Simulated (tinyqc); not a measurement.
# Resistance of a source-drain extension with a graded tip: effects of single changes

y runs along the channel, the gate covers y > 0. The doping is N0 for y < y0 and N0 10^(-(y - y0)/la) beyond, uniform over the depth xj. Sheet conductance s(y) = q mu(N) max(N - Nch, 0) xj + (for y > 0) ma Cox Vo, with mu(N) = u0 + (u1 - u0)/(1 + (N/Nr)^au) and Cox = eps0 eox/tox. Current is taken as one-dimensional; depletion of the tip, spreading and the contact are left out. The metallurgical junction lies at yj, where N = Nch.

Parameters, values chosen for the exercise; mobility law close to that of holes in silicon:

| symbol | value | unit | meaning |
|---|---|---|---|
| eox | 24.7 |  | relative permittivity of the gate insulator (close to zirconium oxide) |
| tox | 3.9 | nm | insulator thickness |
| N0 | 5.2e19 | cm^-3 | active doping of the extension far from the gate |
| la | 4.5 | nm/decade | lateral abruptness |
| y0 | 4.4 | nm | position under the gate where the fall begins (gate edge at 0) |
| xj | 9 | nm | depth of the extension |
| Nch | 8.9e17 | cm^-3 | channel doping |
| Ls | 17 | nm | spacer length |
| Vo | 0.86 | V | gate overdrive |
| ma | 36 | cm^2/(V s) | mobility of the gate-induced layer |
| u1 | 470.5 | cm^2/(V s) | mobility at low doping |
| u0 | 44.9 | cm^2/(V s) | mobility at high doping |
| Nr | 2.23e17 | cm^-3 | reference doping |
| au | 0.719 |  | exponent |
| Lg | 60 | nm | gate length |

Constants: q = 1.602176634e-19 C, eps0 = 8.8541878128e-14 F/cm where lengths are in cm. Results are converted to the units shown.

Each table varies one quantity; the others keep the values above.

## Abruptness at a fixed junction position

R_spacer = integral of dy/s from -Ls to 0, R_ov from 0 to yj, R_channel = (Lg - 2 yj)/(ma Cox Vo), R_total = 2 R_spacer + 2 R_ov + R_channel. Electrical length L_eff = ma Cox dR_total/d(1/Vo); R_series = R_total - L_eff/(ma Cox Vo). y0 is moved with la so that yj stays at 12.350 nm.

The same in every row: yj (nm) = 12.35; R_channel (ohm um) = 203.3.

Abruptness at a fixed junction position:
```
la (nm/decade)	R_spacer (ohm um)	R_ov (ohm um)	R_total (ohm um)	L_eff (nm)	R_series (ohm um)
1	43.37	25.78	341.6	39.15	116.2
2.3	43.37	30.91	351.9	41.12	115.0
3.6	43.37	36.03	362.1	43.09	113.9
4.9	43.37	41.16	372.4	45.07	112.8
6.1	43.37	45.89	381.9	46.89	111.8
7.4	43.58	50.93	392.3	48.84	111.0
8.7	46.92	54.72	406.6	50.48	115.9
10	54.32	57.37	426.7	51.75	128.6
```

As la goes from 1 to 10 nm/decade, R_total rises from 342 to 427 ohm um, R_spacer rises from 43.4 to 54.3 ohm um and R_ov rises from 25.8 to 57.4 ohm um. R_total changes on average by 9.45 ohm um for each nm/decade. L_eff exceeds the metallurgical length by 3.85 nm in the first row and 16.4 nm in the last, since the gate also controls the lightly doped tips.

## Effect of the active doping of the extension far from the gate

Same model as above.

Result of one run:
```
N0 (cm^-3)	yj (nm)	R_spacer (ohm um)	R_ov (ohm um)	R_channel (ohm um)	R_total (ohm um)	L_eff (nm)	R_series (ohm um)
2e19	10.48	101.1	40.31	224.8	507.6	49.01	225.3
```

What becomes of these results when the active doping of the extension far from the gate N0 is changed from 2e19 to 3.1e19 cm^-3, all else the same?

Result of the changed run:
```
N0 (cm^-3)	yj (nm)	R_spacer (ohm um)	R_ov (ohm um)	R_channel (ohm um)	R_total (ohm um)	L_eff (nm)	R_series (ohm um)
3.1e19	11.34	68.93	40.18	215.0	433.2	46.89	163.1
```

The whole series:
```
N0 (cm^-3)	yj (nm)	R_spacer (ohm um)	R_ov (ohm um)	R_channel (ohm um)	R_total (ohm um)	L_eff (nm)	R_series (ohm um)
2e19	10.48	101.1	40.31	224.8	507.6	49.01	225.3
3.1e19	11.34	68.93	40.18	215.0	433.2	46.89	163.1
4.7e19	12.15	47.53	39.72	205.6	380.1	44.93	121.3
7.2e19	12.99	32.21	39.09	196.0	338.6	43.00	90.94
1.1e20	13.81	21.71	38.43	186.5	306.7	41.17	69.63
1.7e20	14.66	14.38	37.83	176.7	281.1	39.36	54.38
2.6e20	15.50	9.571	37.36	167.1	261.0	37.64	44.13
4e20	16.34	6.307	36.99	157.4	244.0	35.93	37.03
```

As N0 goes from 2e19 to 4e20, R_total falls from 508 to 244 ohm um, L_eff falls from 49.0 to 35.9 nm and R_series falls from 225 to 37.0 ohm um.

Numbers from tinyqc (`OMP_NUM_THREADS=1 python tinyqc.py 2282135 2282136 out.jsonl`; about 0.03 s on one thread of a shared Intel Xeon 2.30GHz).
